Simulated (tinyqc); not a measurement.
Inverter chain driving a load.

N inverters, each f = Hc^(1/N) times larger than the one before: delay tau N (f + pp). Switched capacitance in units of the first input, with output capacitance pp times the input: Hc + (1 + pp)(Hc - 1)/(f - 1).

Parameters, values chosen for the exercise:
- Hc = 180 (load over the input capacitance of the chain)
- pp = 1 (parasitic delay of an inverter)
- tau = 6.2 ps (delay unit)

Results:
```
N,f,delay (ps),switched capacitance
1,180.0,1122,182.0
2,13.42,178.8,208.8
4,3.663,115.6,314.4
5,2.825,118.6,376.1
6,2.376,125.6,440.1
7,2.100,134.5,505.5
8,1.914,144.5,571.7
```

Estimate the missing row, N = 3.

Computed row:
```
N,f,delay (ps),switched capacitance
3,5.646,123.6,257.1
```

With this row back in the table: The delay goes from 1120 through a minimum of 116 (at N = 4 among the rows listed) to 145 ps. The best stage effort solves pp + rho (1 - ln rho) = 0, rho = 3.59, which gives N = ln Hc/ln rho = 4.06. One stage fewer than the best costs 6.9 % in delay and saves 18 % of the switched capacitance.

Program tinyqc, `OMP_NUM_THREADS=1 python tinyqc.py 2082125 2082126 out.jsonl`; Intel Xeon 2.30GHz, shared host, one thread, about 0.01 s.
